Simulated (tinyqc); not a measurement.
Carrier lifetime from Shockley-Read-Hall, radiative, Auger and surface recombination: one step, computed by the program tinyqc.

Energies are counted from the top of the valence band. Boltzmann statistics, full ionisation, and equal excess densities of electrons and holes.

Question. Capture times and SRH densities. v = sqrt(3 k_B T/m) with m_e or m_h; tau_n0 = 1/(sigma_n v_n N_t), tau_p0 = 1/(sigma_p v_p N_t); n1 = N_c exp(-(E_g - E_t)/k_B T), p1 = N_v exp(-E_t/k_B T).

Inputs (values chosen for the exercise, for a model semiconductor):
```
quantity,value,unit
gap E_g,2.58,eV
electron mass m_e,0.15,m_0
hole mass m_h,0.589,m_0
temperature T,350,K
trap level E_t,1.47,eV
trap density N_t,8.7e+11,cm^-3
electron cross-section sigma_n,9.2e-15,cm^2
hole cross-section sigma_p,1.1e-15,cm^2
```

Doping: n-type. Surface term: two equal surfaces.

N_c = 1.837084e+18 cm^-3

N_v = 1.429437e+19 cm^-3

Constants: k_B = 1.380649e-23 J/K; m_0 = 9.1093837015e-31 kg; k_B = 8.617333262e-05 eV/K.

Give: v_n; v_p; tau_n0; tau_p0; n1; p1.

Answer.

v_n = 3.257e+07 cm/s

v_p = 1.644e+07 cm/s

tau_n0 = 3.836e-06 s

tau_p0 = 6.357e-05 s

n1 = 190.9 cm^-3

p1 = 0.009730 cm^-3
